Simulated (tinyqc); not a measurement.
# Which input was changed?

Model: mobility of a non-polar semiconductor in the relaxation-time approximation. Computed by tinyqc, a small Python program. Command: `OMP_NUM_THREADS=1 python tinyqc.py 3018597 3018598 out.jsonl rta which`. One thread of a shared host (Intel(R) Xeon(R) Processor @ 2.30GHz), about 0.1 s of CPU time with the checks.

Each valley is treated as a sphere of mass m_d for states and rates, with one isotropic relaxation time; the conductivity mass m_c sets the current.

Inputs (values chosen for the exercise, modelled on electrons in germanium):
```
quantity,value,unit
longitudinal mass m_l,1.58,m_0
transverse mass m_t,0.0829,m_0
equivalent valleys Z,4,-
static permittivity eps_s,16,-
density rho,5323,kg/m^3
sound velocity v_l,5330,m/s
acoustic deformation potential D_A,11,eV
phonon energy hbar w,32.9,meV
optical or intervalley deformation potential D_o,4.3,1e8 eV/cm
final valleys Z_f,3,-
carrier density n,8.9e+18,1/cm^3
compensation ratio C,0,-
temperature T,300,K
```

Band: parabolic. Impurity formula: Brooks-Herring. Further scattering: none.

Constants: k_B = 8.617333262e-05 eV/K; m_0 = 9.1093837015e-31 kg; e = 1.602176634e-19 C; hbar = 1.054571817e-34 J s; eps_0 = 8.8541878128e-12 F/m; k_B = 1.380649e-23 J/K; hbar = 6.582119569e-16 eV s.

Method:
- m_d = (m_l m_t^2)^(1/3); 1/m_c = (1/m_l + 2/m_t)/3; Hall mass factor A = 3 K_m (K_m + 2)/(2 K_m + 1)^2, K_m = m_l/m_t; N_I = n (1 + C)/(1 - C).
- Parabolic band: E = hbar^2 k^2/(2 m), speed v = hbar k/m, states per spin, volume and energy g(E) = m k/(2 pi^2 hbar^2). Here m = m_d. Masses are multiplied by m_0 and all formulas are in SI units.
- The reduced Fermi level eta = E_F/(k_B T) solves n = 2 Z int g f dE with f = 1/(1 + exp(x - eta)) (Z = 1 unless valleys are given); screening length L_s = sqrt(eps_s eps_0 k_B T/(e^2 dn/deta)), dn/deta = 2 Z int g f (1 - f) dE.
- Integrals over x = E/(k_B T) use 160 Gauss-Legendre points in u = sqrt(x) from 0 to sqrt(max(eta, 0) + 32).
- Phonon occupation N_q = 1/(exp(hbar w/(k_B T)) - 1).
- Acoustic deformation potential (elastic, equipartition, absorption and emission together): 1/tau = 2 pi k_B T D_A^2 g(E)/(hbar rho v_l^2).
- Optical or intervalley deformation potential: 1/tau = (pi Z_f D_o^2/(rho w)) [N_q g(E + hbar w) + (N_q + 1) g(E - hbar w)], with g = 0 below the band edge.
- Each optical term is multiplied by (1 - f(E'))/(1 - f(E)), E' the final energy, for Pauli blocking.
- Singly charged impurities, momentum relaxation: 1/tau = N_I e^4 m (1 + 2 alpha E) Phi/(8 pi (eps_s eps_0)^2 hbar^3 k^3), with alpha = 0 for a parabolic band.
- Brooks-Herring: Phi = ln(1 + b) - b/(1 + b), b = 4 k^2 L_s^2.
- mu = (m_d/m_c) (2 Z e/(3 n k_B T)) int g v^2 tau f (1 - f) dE.
- Averages over x are split at the emission threshold x_0 = hbar w/(k_B T): 64 Gauss-Legendre points in sqrt(x) below it and 128 in sqrt(x - x_0) above it, up to x = max(eta, 0) + 32.
- Rates are added at each energy before the average. With <y> = int g v^2 y f (1 - f) dE: Hall factor r_H = A (3 n k_B T/(2 Z m_d)) <tau^2/(1 + 2 alpha E)>/<tau>^2 (alpha = 0 for a parabolic band); Hall mobility r_H mu; |S| = (k_B/e) (<x tau>/<tau> - eta); resistivity 1/(n e mu).

Question. One of these inputs alone was changed, within the range given: longitudinal mass m_l (0.79 to 3.16); static permittivity eps_s (8 to 32); acoustic deformation potential D_A (5.5 to 22); phonon energy hbar w (16.45 to 65.8). Which one, and to what value?

Results:
```
run,acoustic mobility (cm^2/(V s)),ionised impurity mobility (cm^2/(V s)),Hall factor r_H
before,5425.976,1984.083,0.8053536
after,4673.762,1949.342,0.7932026
```

Answer.

Each candidate set to reproduce acoustic mobility, and what it then gives:
```
candidate,range searched,value needed,ionised impurity mobility (cm^2/(V s)),Hall factor r_H
longitudinal mass m_l (m_0),0.79 to 3.16,2.160,1949.3,0.79320
static permittivity eps_s,8 to 32,no effect,-,-
acoustic deformation potential D_A (eV),5.5 to 22,11.85,1984.1,0.80238
phonon energy hbar w (meV),16.45 to 65.8,no effect,-,-
```

Only longitudinal mass m_l fits every result: it went from 1.58 to 2.16 m_0. The next best candidate, acoustic deformation potential D_A, misses one result by 1.8 %.

Caution: above a few 1e18 per cm^3 the Born approximation, static screening and an unperturbed band are rough; measured mobilities are usually lower.
